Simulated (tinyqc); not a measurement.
Carrier lifetime from Shockley-Read-Hall, radiative, Auger and surface recombination: one step, computed by the program tinyqc. Command: `OMP_NUM_THREADS=1 python tinyqc.py 3016574 3016575 out.jsonl lifetime walk`. One thread of a shared host (Intel(R) Xeon(R) Processor @ 2.30GHz), about 0.02 s of CPU time with the checks.

Energies are counted from the top of the valence band. Boltzmann statistics, full ionisation, and equal excess densities of electrons and holes.

Task: Capture times and SRH densities. v = sqrt(3 k_B T/m) with m_e or m_h; tau_n0 = 1/(sigma_n v_n N_t), tau_p0 = 1/(sigma_p v_p N_t); n1 = N_c exp(-(E_g - E_t)/k_B T), p1 = N_v exp(-E_t/k_B T).

Inputs (values chosen for the exercise, with bands modelled on silicon):
```
quantity                          value   unit
gap E_g                             1.1     eV
electron mass m_e                 0.335    m_0
hole mass m_h                     0.817    m_0
temperature T                       400      K
trap level E_t                    0.834     eV
trap density N_t                1.1e+14  cm^-3
electron cross-section sigma_n    8e-14   cm^2
hole cross-section sigma_p      1.2e-16   cm^2
```

Doping: p-type. Surface term: none.

N_c = 4.494678e+19 cm^-3

N_v = 2.853075e+19 cm^-3

Constants: k_B = 1.380649e-23 J/K; m_0 = 9.1093837015e-31 kg; k_B = 8.617333262e-05 eV/K.

Give: v_n; v_p; tau_n0; tau_p0; n1; p1.

Result:

v_n = 2.330e+07 cm/s

v_p = 1.492e+07 cm/s

tau_n0 = 4.877e-09 s

tau_p0 = 5.077e-06 s

n1 = 2.001e+16 cm^-3

p1 = 8.859e+08 cm^-3
